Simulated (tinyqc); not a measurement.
# Changing the time step dt

Model: finite-difference solution of the diffusion equation on a small grid. Computed by tinyqc, a small Python program. Command: `OMP_NUM_THREADS=1 python tinyqc.py 3025334 3025335 out.jsonl fdiff sweep`. One thread of a shared host (Intel(R) Xeon(R) Processor @ 2.30GHz), about 0.01 s of CPU time with the checks.

dC/dt = D d2C/dx2 on nodes x_j = j dx, j = 0..9; the far end is sealed.

Inputs (values chosen for the exercise):

| quantity | value | unit |
|---|---|---|
| diffusivity D | 0.17 | nm^2/s |
| grid spacing dx | 50 | nm |
| final time t_f | 15000 | s |
| loss velocity h | 0.00022 | nm/s |

Boundary at x = 0: surface loss. Scheme: explicit.

start values C_j, j = 0, 1, ... (% of a reference): 5.71  37  76.8  100  69.1  35.2  11.8  0  0  0

Method:
- The operator M acts as (M C)_j = C_(j-1) - 2 C_j + C_(j+1); at the sealed far end a mirror node gives 2 C_(N-2) - 2 C_(N-1); at j = 0, the outward flux h C_0 gives 2 C_1 - (2 + 2 h dx/D) C_0.
- r = D dt/dx^2.
- With r = D dt/dx^2: (1 - theta r M) C(new) = (1 + (1 - theta) r M) C(old); theta = 0 explicit, 1 implicit, 1/2 Crank-Nicolson.
- The run takes n = round(t_f/dt) steps of length t_f/n.
- The dose is the trapezoidal sum of C dx; the error is the largest difference from exp(M D t/dx^2) C(0), the exact time evolution on the same grid.

One run for each value:

| time step dt (s) | largest error at t_f (%) | mesh ratio r | final C_5 (%) | final dose (% nm) |
|---|---|---|---|---|
| 58.6 | 0.0363 | 0.00398 | 40.107 | 16555 |
| 117.2 | 0.0726 | 0.00797 | 40.117 | 16555 |
| 234.4 | 0.1456 | 0.01594 | 40.137 | 16555 |
| 468.8 | 0.2925 | 0.03188 | 40.176 | 16555 |
| 937.5 | 0.5906 | 0.06375 | 40.258 | 16556 |
| 1875.0 | 1.2035 | 0.12750 | 40.432 | 16558 |
| 3750.0 | 2.5024 | 0.25500 | 40.824 | 16561 |

Describe and explain the trends.

Over the rows, largest error at t_f (%) rises from 0.0363 to 2.50 (exponent d ln y / d ln x 1.0 between the first rows and 1.1 between the last). The exponent of largest error at t_f stays between 1.00 and 1.06, near 1: first order in the step.

Extremes, crossings and ranges named in words are read from the listed rows.
